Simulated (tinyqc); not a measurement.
Random telegraph noise from one oxide trap in a small MOSFET: one step of the calculation.

An acceptor-like trap exchanges electrons with the channel. Inversion charge Q = Cox u, u = n Vt W0(exp((Vg - VT)/(n Vt))), W0 the Lambert function, n = nf, Cox = eps0 eox/tox; linear regime Id = (W/L) mu Q Vd. Relative to threshold the surface potential rises by Vt ln(u/u0) and the oxide voltage by the rest of Vg - VT, with u0 = n Vt W0(1).

Task. Lorentzian spectrum. Spectrum S(f) = 4 dI^2/{(tc + te)[(1/tc + 1/te)^2 + (2 pi f)^2]}; corner fc = (1/tc + 1/te)/(2 pi); variance dI^2 tc te/(tc + te)^2. Give S at f = 0, at fc and at 10 fc.

tc = 1868.5961 s
te = 618.33101 s
dI = 7.8288462 nA

Give: fc; S(0); S(fc); S(10 fc); rms current.

Result.

fc = 3.4257e-4 Hz
S(0) = 2.1278e-14 A^2/Hz
S(fc) = 1.0639e-14 A^2/Hz
S(10 fc) = 2.1068e-16 A^2/Hz
rms current = 3.3838 nA

The rms value is 0.432 of the step; it reaches its largest share, 1/2, when tc = te.

Range of the model: VT is taken as given; short-channel effects and the uneven flow of current among few electrons are left out.

Program tinyqc, `OMP_NUM_THREADS=1 python tinyqc.py 2710149 2710150 out.jsonl`; Intel Xeon 2.30GHz, shared host, one thread, about 0.01 s.
